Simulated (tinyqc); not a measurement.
Adsorption as a lattice gas: isotherms with interactions, competition, desorption peaks and saturation dose: one step, computed by the program tinyqc.

One adsorbate per site; a molecule needs 1 empty site. Gas and surface have the same temperature.

Question. Flux and the Langmuir coverage. Flux F = p/sqrt(2 pi M k_B T); k_d = nu exp(-E/(k_B T)); s0 F (1 - theta) = N_s k_d theta, so y = s0 F/(N_s k_d), theta = y/(1 + y). With a second gas on the same sites theta = y/(1 + y + K_B p_B).

Inputs (values chosen for the exercise, for a model surface):

| quantity | value | unit |
|---|---|---|
| desorption energy E | 2.3 | eV |
| prefactor nu | 9.8e+12 | 1/s |
| site density N_s | 8.8 | 1/nm^2 |
| molecular mass M | 170 | u |
| sticking coefficient s0 | 0.0017 | - |
| temperature T | 990 | K |
| pressure p | 140 | Pa |
| blocking by a second gas, K_B p_B | 0.64 | - |

Adsorption: molecular (first order).

Constants: u = 1.6605390666e-27 kg; k_B = 1.380649e-23 J/K; k_B = 8.617333262e-05 eV/K.

Give: flux F; k_d; y; Langmuir coverage; coverage with the second gas.

Answer.

flux F = 8.991e+05 1/(nm^2 s)

k_d = 19.17 1/s

y = 9.060

Langmuir coverage = 0.9006

coverage with the second gas = 0.8467
